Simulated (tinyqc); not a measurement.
## Doping and flat-band voltage from the body effect

Question. VT = Vfb + 2 phiF + gamma sqrt(2 phiF + Vsb), phiF = Vt ln(Na/ni), gamma = sqrt(2 q eps0 eps_r Na)/Cox, Cox = eps0 eox/tox. Find Na, gamma and Vfb from two thresholds.

Parameters, values chosen for the exercise; material values those of a made-up semiconductor: temperature T = 325 K; relative permittivity of the semiconductor eps_r = 15; relative permittivity of the gate insulator eox = 25.2; insulator thickness tox = 19 nm.

Constants: q = 1.602176634e-19 C, kB = 1.380649e-23 J/K, Vt = kB T/q, eps0 = 8.8541878128e-14 F/cm where lengths are in cm. Results are converted to the units shown.

VT at Vsb = 0 and 1.2 V (V): [0.021630163, 0.099417843]
ni = 6.6481241e9 cm^-3

Answer. The difference of the thresholds, gamma [sqrt(2 phiF + Vsb) - sqrt(2 phiF)], holds no Vfb and rises with Na, so it has one root; Vfb then follows from the first threshold.

Na = 7.900e16 cm^-3
gamma = 0.1561 V^0.5
Vfb = -1.040 V

Computed by the program tinyqc: `OMP_NUM_THREADS=1 python tinyqc.py 2360044 2360045 out.jsonl`, one thread of a shared Intel Xeon 2.30GHz, about 0.04 s for the whole run.
